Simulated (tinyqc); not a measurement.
Trap density and cross-section from the conductance peak.

Question. For a continuum of interface traps on an n-type substrate Gp/w peaks at 2 pi f tau = 1.9803 with the height 0.40237 q Dit, and tau = 1/(sn vth Nd exp(psi/Vt)) with psi = ps. Find Dit, tau and sn.

Inputs (values chosen for the exercise): temperature T = 300 K; donor density Nd = 5.3e16 cm^-3; band bending psi ps = -0.212 V; thermal velocity vth = 2.2e7 cm/s.

Constants: q = 1.602176634e-19 C, kB = 1.380649e-23 J/K, Vt = kB T/q. Results are converted to the units shown.

peak Gp/w = 1.7406031 nF/cm^2
frequency of the peak = 4640.4944 Hz

Answer. The height gives Dit, the position tau, and tau with the surface density gives sn.

Dit = 2.70e10 cm^-2 eV^-1
tau = 6.79e-5 s
sn = 4.60e-17 cm^2

Computed by the program tinyqc: `OMP_NUM_THREADS=1 python tinyqc.py 2030147 2030148 out.jsonl`, one thread of a shared Intel Xeon 2.30GHz, about 0.01 s for the whole run.
